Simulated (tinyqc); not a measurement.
## Absorption coefficient and reflectance from two thicknesses

Question. With transparent contact layers the responsivity is (1 - Rf)(1 - exp(-al wi)) q lam/(h c). The second absorber is twice as thick as the first. Find al and Rf.

Inputs (values chosen for the exercise):
```
symbol,value,unit,meaning
lam,650,nm,wavelength
```

Constants: q = 1.602176634e-19 C, h = 6.62607015e-34 J s, c = 299792458 m/s. Results are converted to the units shown.

responsivity for wi = 0.7 and 1.4 um (A/W): [0.10654206, 0.19099039]

Solution. The ratio of the responsivities is 1 + exp(-al w1), which gives al; either value then gives 1 - Rf.

al = 3.32e3 1/cm
Rf = 0.0200

Program tinyqc, `OMP_NUM_THREADS=1 python tinyqc.py 2250041 2250042 out.jsonl`; Intel Xeon 2.30GHz, shared host, one thread, about 0.01 s.
